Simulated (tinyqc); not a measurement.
Square on-chip spiral inductor, lumped pi model: one step of the calculation.

Outer diameter do = di + 2 n wd + 2 (n - 1) sp, mean da = (do + di)/2, fill p = (do - di)/(do + di), length l = 4 n da. L = 2.34 mu0 n^2 da/(1 + 2.75 p), mu0 = 4 pi 1e-7 H/m. Rs = rho l/(wd delta (1 - exp(-th/delta))), delta = sqrt(rho/(pi f mu0)). Cs = n wd^2 eps0 eo/hu across the coil. At each end Cox = l wd eps0 eo/(2 ho) leads to the substrate branch Rsi = 2 rs he/(l wd) in parallel with Csi = l wd eps0 11.7/(2 he). With one end grounded Y = 1/(Rs + i w L) + i w Cs + 1/[1/(i w Cox) + 1/(1/Rsi + i w Csi)], w = 2 pi f; Q = -Im Y/Re Y. Eddy currents in neighbouring turns and in the substrate are left out.

Problem. Geometry and model elements. do, l, L, delta, Rs, Cs, Cox, Rsi and Csi as defined.

Parameters, values chosen for the exercise; values of the order met in silicon radio-frequency processes:
```
symbol  value     unit                                     meaning
n         3.5                                      number of turns
wd         10       um                                  line width
sp        1.5       um                         space between turns
di         60       um                              inner diameter
th          2       um                             metal thickness
rho         3  uohm cm                           metal resistivity
ho        3.5       um                        oxide below the coil
hu        1.2       um            oxide between coil and underpass
eo        3.9                   relative permittivity of the oxide
rs       1000   ohm cm                       substrate resistivity
he         50       um  effective spreading depth in the substrate
f         1.2      GHz                                   frequency
```

Constants: eps0 = 8.8541878128e-12 F/m. Results are converted to the units shown.

Wanted: do; l; L; delta; Rs; Cs; Cox; Rsi; Csi.

Solution.

do = 137.5 um
l = 1382 um
L = 1.711 nH
delta = 2.516 um
Rs = 3.006 ohm
Cs = 10.07 fF
Cox = 68.20 fF
Rsi = 7.233e4 ohm
Csi = 14.32 fF

Computed by the program tinyqc: `OMP_NUM_THREADS=1 python tinyqc.py 2302201 2302202 out.jsonl`, one thread of a shared Intel Xeon 2.30GHz, about 0.01 s for the whole run.
